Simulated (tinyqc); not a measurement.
## Effect of the position of a charge sheet

One sheet of 7e11 cm^-2 lies at the depth x from the gate; it shifts Vfb by -(q/eps0) Q s, with s = x/e2 in layer 2 and t2/e2 + (x - t2)/e1 in layer 1, and it induces the share s/(t1/e1 + t2/e2) of its image in the semiconductor.

Parameters, values chosen for the exercise: thickness of layer 1, next to the semiconductor t1 = 1.4 nm; relative permittivity of layer 1 e1 = 4.04; thickness of layer 2, next to the gate t2 = 1.5 nm; relative permittivity of layer 2 e2 = 25.2.

Constants: q = 1.602176634e-19 C, eps0 = 8.8541878128e-14 F/cm where lengths are in cm. Results are converted to the units shown.

Result of one run:

| x (nm) | shift (mV) | image in the semiconductor (%) |
|---|---|---|
| 0.36 | -1.8095 | 3.5181 |

What becomes of these results when the depth of the sheet x is changed from 0.36 to 0 nm, all else the same?

Result of the changed run:

| x (nm) | shift (mV) | image in the semiconductor (%) |
|---|---|---|
| 0 | 0 | 0 |

The whole series:

| x (nm) | shift (mV) | image in the semiconductor (%) |
|---|---|---|
| 0 | 0 | 0 |
| 0.36 | -1.8095 | 3.5181 |
| 0.72 | -3.6190 | 7.0363 |
| 1.09 | -5.4788 | 10.652 |
| 1.45 | -7.2883 | 14.170 |
| 1.81 | -17.259 | 33.556 |
| 2.17 | -28.546 | 55.501 |
| 2.54 | -40.147 | 78.055 |
| 2.9 | -51.434 | 100.00 |

The shift grows from 0 at the gate to -51.4 mV at the semiconductor, by -5.03 mV/nm in layer 2 and -31.4 mV/nm in layer 1, the ratio of the permittivities. A sheet between the layers has 14.7 % of its full effect.

tinyqc, about 0.01 s, one thread, Intel Xeon 2.30GHz (shared host): `OMP_NUM_THREADS=1 python tinyqc.py 2010079 2010080 out.jsonl`
